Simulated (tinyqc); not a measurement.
Ellipsoidal valleys in the axes of a wafer and a channel: sweeps and comparisons. A value that a table varies takes the place of the one given here.

Valleys with axes a along [111], [1-1-1], [-11-1] and [-1-11], one whole valley each; inverse mass tensor w = 1/mt + (1/ml - 1/mt) a a. Device axes: z = nz/|nz|, x = nx/|nx|, y = z cross x; in them a = (ax, ay, az). Confinement mass mz = 1/w_zz. In the plane w_ij is replaced by u_ij = w_ij - w_iz w_jz/w_zz (i, j = x, y); density-of-states mass md = 1/sqrt(det u); conductivity mass along x mc = 1/u_xx; ballistic transport mass mx = u_yy/det u, width mass my = 1/u_yy.

Hard walls: E_n = c (n pi/t)^2/mz, c = hbar^2/2m0, n = 1, 2, 3. Non-degenerate share of a valley proportional to md sum_n exp(-E_n/kT); mean 1/mc = sum of share/mc. 1 nm = 10 angstrom.

Constants: hbar^2/2m0 = 3.80998211 eV angstrom^2; kB = 8.617333262e-05 eV/K.

Parameters, chosen for this exercise (near those of the L valleys of Ge; the results hold for these values, not for the real material):
- ml = 1.587 m0 (longitudinal mass)
- mt = 0.084 m0 (transverse mass)
- t = 8.3 nm (thickness of the film)
- T = 400 K (temperature)
- nz = (1, 1, 2) (surface normal (confinement))
- nx = (1, 1, -1) (channel direction)

## Wafer and channel orientation

For each face/channel: the lowest ladder (mz, number of valleys, md, E1, share) and the mean conductivity mass over all valleys.

Results:
```
face/channel     mz  valleys     md  E1 (meV)  share  mean mc
(100)/[011]   0.123        4  0.302      44.5  1.000   0.1559
(210)/[001]   0.195        2  0.240      28.1  0.656   0.2077
(112)/[11-1]  0.531        1  0.145      10.3  0.443   0.1655
(110)/[1-11]  0.228        2  0.222      24.0  0.692   0.1312
(111)/[1-10]  1.587        1  0.084       3.4  0.463   0.1124
(111)/[11-2]  1.587        1  0.084       3.4  0.463   0.1124
(001)/[100]   0.123        4  0.302      44.5  1.000   0.1559
```

What can be read from the table?

The mean conductivity mass is lowest, 0.1124, for (111)/[1-10] and (111)/[11-2] and highest, 0.2077, for (210)/[001]; the bulk value is 0.1228. The confinement energy is lowest on the face with the heaviest mz ((111), 3 meV). The density of states of the lowest ladder, valleys times md, runs between 0.084 and 1.208; a small value limits the charge through the quantum capacitance.

## Thickness of the film

Share of the lowest ladder and mean conductivity mass.

Results:
```
t (nm)  lowest E1 (meV)  spread of E1 (meV)  share of the lowest ladder  mean mc
2.0               177.0               942.1                       1.000   0.2510
3.0                78.7               418.7                       0.999   0.2508
4.0                44.3               235.5                       0.972   0.2418
5.0                28.3               150.7                       0.845   0.2114
7.0                14.4                76.9                       0.543   0.1724
10.0                7.1                37.7                       0.373   0.1621
14.0                3.6                19.2                       0.292   0.1583
```

What does this show, and why?

The spread falls as 1/t^2 and passes kT = 34.5 meV between t = 10 and 14 nm; the share of the lowest ladder goes from 1.000 to 0.292 and the mean mass goes from 0.2510 to 0.1583, against 0.1584 for equal shares, the limit of a thick film (the bulk value 3/(1/ml + 2/mt) is 0.1228; the two differ since axes are tilted in the x-z plane and in a quantised film no valley carries current across it; once scattering blurs the subbands the bulk value returns). Three subbands a valley become too few once E3 nears kT. In the thinnest rows E1 (177 meV) is beyond the parabolic range, and the Delta valleys can pass below.

## What each parameter does

Lowest E1, its share and the mean conductivity mass. Each row changes one parameter from the base and keeps the others.

Results:
```
case           lowest E1 (meV)   share  mean mc (m0)
base                     10.28  0.4425        0.1655
ml = 1.746 m0            10.00  0.4435        0.1692
mt = 0.092 m0             9.65  0.4215        0.1765
t = 9.13 nm               8.49  0.4029        0.1635
T = 440 K                10.28  0.4215        0.1644
```

What does this show?

The largest shifts from the base row, up to three for each result and ties (the steps differ in size, so this ranks the rows, not the parameters). lowest E1 (meV): t -1.78, mt -0.63, ml -0.28; unchanged at the printed digits by T. share: t -0.0397, mt -0.0210, T -0.0210. mean mc (m0): mt +0.0110, ml +0.0037, t -0.0020.

Run: tinyqc, `OMP_NUM_THREADS=1 python tinyqc.py 1880681 1880682 out.jsonl`; Intel(R) Xeon(R) Processor @ 2.30GHz, one thread, shared host; about 0.01 s of CPU time with all checks.
